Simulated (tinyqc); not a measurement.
G0W0 on RHF in the sto-6g basis, for H3+, spin multiplicity 1, step by step. One step of it, computed by the program tinyqc.

Question. Screening: direct RPA. With D = e_a - e_i and K = (ia|jb): diagonalise D^(1/2) (D + 4K) D^(1/2) = Z w^2 Z^T; X + Y = D^(1/2) Z w^(-1/2), each column of Z with its largest component positive (the first on a tie); E_c = (sum w - tr (D + 2K)) / 2.

orbital energies (hartree): MO1 -1.211561, MO2 -0.033254, MO3 -0.032738

Two-electron integrals over orbitals (pq|rs), unique and non-zero (hartree):
```
(11|11) 0.610303    (21|11) -0.000030   (21|21) 0.143942    (22|11) 0.592495
(22|21) 0.042004    (22|22) 0.672143    (31|11) 0.000057    (31|22) -0.080832
(31|31) 0.143943    (32|11) 8.24e-09    (32|21) -0.080883   (32|22) -0.000026
(32|31) -0.041995   (32|32) 0.072675    (33|11) 0.592567    (33|21) -0.042022
(33|22) 0.526887    (33|31) 0.080865    (33|32) 0.000026    (33|33) 0.672181
```

Give: D^(1/2) (D + 4K) D^(1/2); excitation energies w; X + Y; RPA correlation energy.

Answer.

D^(1/2) (D + 4K) D^(1/2) (hartree^2):
```
        1>2     1>3
1>2  2.0668  0.0000
1>3  0.0000  2.0684
```

excitation energies w (hartree): 1.4377  1.4382

X + Y:
```
          1       2
1>2  0.9053  0.0000
1>3  0.0000  0.9054
```

RPA correlation energy = -0.028536 hartree
